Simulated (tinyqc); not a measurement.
Inside a calculation. Model: undoped gate-all-around wire MOSFET, analytic charge model.

Program tinyqc, `OMP_NUM_THREADS=1 python tinyqc.py 2460143 2460144 out.jsonl`; Intel Xeon 2.30GHz, shared host, one thread, about 0.04 s. Printed values are rounded.

An undoped round wire of radius R under an insulator shell and a surrounding gate; long channel, electrons only, n = ni exp((psi - V)/Vt) with V the quasi-Fermi potential (0 at the source, Vd at the drain), constant mobility, no quantisation. The radial Poisson equation gives n(r) = n(0)/(1 - (1 - b) r^2/R^2)^2 with b = Q0/(Q + Q0). Q is the electron charge per area of the wire surface.

Inputs (values chosen for the exercise); material values those of a made-up semiconductor:
```
symbol,value,unit,meaning
T,293,K,temperature
Eg,1.17,eV,band gap
eps_r,15.2,,relative permittivity of the semiconductor
Nc,2.77e19,cm^-3,conduction-band density of states at T
Nv,2.54e19,cm^-3,valence-band density of states at T
eox,8.86,,relative permittivity of the gate insulator
tox,6.5,nm,insulator thickness
R,8,nm,wire radius
dphi,0.16,V,gate work function less that of the intrinsic body
mu,200,cm^2/(V s),channel mobility
L,2,um,gate length
Vg,0.54,V,gate voltage
Vd,0.05,V,drain voltage
```

Constants: q = 1.602176634e-19 C, kB = 1.380649e-23 J/K, Vt = kB T/q, eps0 = 8.8541878128e-14 F/cm where lengths are in cm. Results are converted to the units shown.

## Constants of the wire

ni = sqrt(Nc Nv) exp(-Eg/(2 Vt)), Eg in volts; Cox = eps0 eox/(R ln(1 + tox/R)); Q0 = 4 eps0 eps_r Vt/R; V0 = dphi + Vt ln[8 eps0 eps_r Vt/(q ni R^2)].

ni = 2.29774e9 cm^-3
Cox = 1.64888 uF/cm^2
Q0 = 169.904 nC/cm^2
V0 = 0.686849 V

## Iteration 1: charge at the source by Newton steps in y = ln(Q/Q0)

y at the start = 3

With V = 0 and Q = Q0 exp(y): f = Q/Cox + Vt y + Vt ln(1 + Q/Q0) - (Vg - V0); df/dy = Q/Cox + Vt (1 + Q/(Q + Q0)); y(new) = y - f/(df/dy).

Q = 3412.61 nC/cm^2
f = 2.36922 V
df/dy = 2.11895 V
y after iteration 1 = 1.88189

## Iteration 2: charge at the source by Newton steps in y = ln(Q/Q0)

As before.

Q = 1115.57 nC/cm^2
f = 0.922022 V
df/dy = 0.723723 V
y after iteration 2 = 0.607891

## Course of the iteration: charge at the source by Newton steps in y = ln(Q/Q0)

Stop when y changes by less than 1e-11, or after 60 iterations.

Course of the iteration:

| iteration | y | \|change\| |
|---|---|---|
| 1 | 1.88189 | 1.12 |
| 2 | 0.607891 | 1.27 |
| 3 | -1.02860 | 1.64 |
| 4 | -3.43539 | 2.41 |
| 5 | -5.62335 | 2.19 |
| 6 | -5.83065 | 0.207 |
| 7 | -5.83101 | 3.63e-4 |
| 8 | -5.83101 | 9.65e-10 |
| 9 | -5.83101 | < 1e-12 |

Converged in 9 iterations. At the end the number of correct digits about doubles with each step.

## Drain current and line charge

Qs = 0.498686 nC/cm^2
Qd = 0.0697215 nC/cm^2

Q solves Vg - V0 - V = Q/Cox + Vt ln(Q/Q0) + Vt ln(1 + Q/Q0). I = mu (2 pi R/L)[2 Vt (Qs - Qd) + (Qs^2 - Qd^2)/(2 Cox) + Vt Q0 ln((Qd + Q0)/(Qs + Q0))], with Qs at V = 0 and Qd at V = Vd. Electrons per length at the source: 2 pi R Qs/q; surface over centre density: (1 + Qs/Q0)^2.

first term = 1.08884e-4 uA
second term = 3.71648e-7 uA
third term = -5.43509e-5 uA
I = 5.49043e-5 uA
electrons per length = 0.00156454 1/nm
surface over centre density = 1.00588

The square-law term makes up 0.677 % of the current. Below threshold the third term cancels half of the first, leaving the diffusion current Vt (Qs - Qd).
